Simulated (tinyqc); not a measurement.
Froehlich polaron in a polar crystal: one step, computed by the program tinyqc. Command: `OMP_NUM_THREADS=1 python tinyqc.py 3016223 3016224 out.jsonl frohlich walk`. One thread of a shared host (Intel(R) Xeon(R) Processor @ 2.30GHz), about 0.06 s of CPU time with the checks.

One electron in a parabolic band of mass m*, coupled to dispersionless LO phonons in the continuum model. Energies are in units of hbar omega unless marked, wave numbers in k_0 = sqrt(2 m* omega/hbar).

Task: Second-order perturbation theory. At T = 0 and k < k_0: E(k) = (k/k_0)^2 - alpha arcsin(k/k_0)/(k/k_0); so E(0) = -alpha, 1/m_p = (1 - alpha/6)/m*, and the mean number of phonons in the cloud at k = 0 is alpha/2. The Lee-Low-Pines variational state gives the same E(0) and m_p = m* (1 + alpha/6).

Inputs (values chosen for the exercise, modelled on cadmium telluride): LO phonon energy hbar omega = 21.6 meV; electron wave number k/k_0 = 0.13.

coupling constant alpha = 0.3267427

Give: energy shift at k = 0; E(k); m*/m_p, second order; m_p/m*, Lee-Low-Pines; phonons in the cloud.

Result:

energy shift at k = 0 = -7.058 meV

E(k) = -0.3108 hbar omega

m*/m_p, second order = 0.9455

m_p/m*, Lee-Low-Pines = 1.054

phonons in the cloud = 0.1634
